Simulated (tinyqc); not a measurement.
Out-diffusion of a doped substrate or buried layer into a growing epitaxial film: one step, computed by the program tinyqc.

x is counted from the original substrate surface into the film, whose surface moves as x = v t. Substrate dopant has one diffusivity; the dopant of the film is taken as uniform.

Task: Profile in the film. After growth and the later budget: l2 = 2 sqrt(D t + (Dt)2); C(x) = (C_s/2) erfc(x/l2) + share x C_s exp(-x/decay length) for x > 0 (autodoping taken as unchanged by the later budget). The transition x_t solves C(x) = C_e, where the total doping is twice the intended value. Positions are 0.05, 0.2, 0.4, 0.6, 0.8, 1, 1.25 and 1.5 of x_t with autodoping (any beyond the film thickness are formal); net doping = C + C_e.

Inputs (values chosen for the exercise, modelled on boron in silicon):
```
quantity                                            value    unit
substrate concentration C_s                         1e+18  1/cm^3
film doping C_e                                   9.9e+14  1/cm^3
growth temperature T                                 1025       C
autodoping level at the start, as a share of C_s    7e-05       -
decay length of autodoping                           0.48      um
```

Film doping: same type as the substrate.

x_t with autodoping = 0.1493178 um

length l2 = 0.06792201 um

Give: Concentrations (1/cm^3).

Result:

Concentrations (1/cm^3):
```
x/x_t  x (um)  diffusion  autodoping  net doping
0.05   0.0075  4.382e+17   6.892e+13   4.393e+17
0.20   0.0299  2.670e+17   6.578e+13   2.681e+17
0.40   0.0597  1.068e+17   6.181e+13   1.079e+17
0.60   0.0896  3.106e+16   5.808e+13   3.211e+16
0.80   0.1195  6.438e+15   5.458e+13   7.483e+15
1.00   0.1493  9.387e+14   5.129e+13   1.980e+15
1.25   0.1866  5.091e+13   4.745e+13   1.088e+15
1.50   0.2240  1.555e+12   4.390e+13   1.035e+15
```
